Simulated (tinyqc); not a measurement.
From junction depth x_j back to time t: concentration-dependent dopant diffusion with charged defects and the built-in field. Computed by tinyqc, a small Python program. Command: `OMP_NUM_THREADS=1 python tinyqc.py 3010784 3010785 out.jsonl extrinsic inv`. One thread of a shared host (Intel(R) Xeon(R) Processor @ 2.30GHz), about 2 s of CPU time with the checks.

A constant source C_s feeds a half space. The dopant moves through neutral point defects and through charged ones, whose number grows with the majority carrier density n.

Inputs (values chosen for the exercise, modelled on boron in silicon): neutral prefactor D0x = 0.0477 cm^2/s; neutral activation energy E0 = 3.51 eV; singly charged prefactor D01 = 1.02 cm^2/s; activation energy E1 = 3.5 eV; surface concentration C_s = 1.8e+20 1/cm^3; junction level C_B = 1.1e+16 1/cm^3; temperature T = 1075 C.

Field enhancement: off.

Constants: k_B = 8.617333262e-05 eV/K.

Method:
- n_i = 3.87e16 T^1.5 exp(-7014/T) per cm^3 (T in kelvin, an empirical form); each D = prefactor x exp(-E/(k_B T)); the intrinsic diffusivity D_i is their sum.
- Temperatures in kelvin are T(C) + 273.15.
- n = C/2 + sqrt(C^2/4 + n_i^2); D(C) = h [Dx + D1 (n/n_i)], h = 1.
- With y = x/sqrt(D_s t), u = C/C_s and q = -(D/D_s) du/dy: du/dy = -q D_s/D, dq/dy = -(y/2) q D_s/D, u(0) = 1. The surface flux q(0) is shot so that u tends to 0 (LSODA, an adaptive multistep solver, relative tolerance 1e-10). Dose Q = 2 q(0) C_s sqrt(D_s t).
- The junction lies where C = C_B.

Question. A run gave the result below. Find the time t, known to lie between 23 and 45 s.

junction depth x_j = 137.1864 nm

Answer.

Each step takes the trial c = (a f_b - b f_a)/(f_b - f_a), f being the result less the target and a, b, c the logarithms of the listed values; c replaces end b, the old b replaces a if the sign of f changed, and otherwise f_a is halved.

Scan of the range:
```
time t (s)  junction depth x_j (nm)
23.0                        118.627
25.7                        125.396
28.8                        132.744
32.2                        140.361
36.0                        148.412
40.2                        156.831
45.0                        165.930
```

False position (Illinois rule, in the logarithm of the input) inside the bracket:
```
step    end a    end b    trial  junction depth x_j (nm)
1     28.8000  32.2000  30.7368                  137.135
2     32.2000  30.7368  30.7597                  137.186
3     32.2000  30.7597  30.7603                  137.187
4     30.7597  30.7603  30.7600                  137.186
```

Junction depth x_j rises at every point of a 13-point scan of the range (every second point is shown), so one value fits; it is bracketed by 28.8 and 32.2. The scan shows a pure power law with exponent 0.5000, so scaling from any one row also gives the answer directly. Answer: time t = 30.76 s.

Caution: the built-in field is switched off although C_s exceeds n_i; with it D_s would be larger by the factor 1 + C_s/sqrt(C_s^2 + 4 n_i^2). Caution: at such concentrations dopants can cluster or exceed their solubility; the active fraction and the diffusivity then fall below the model.
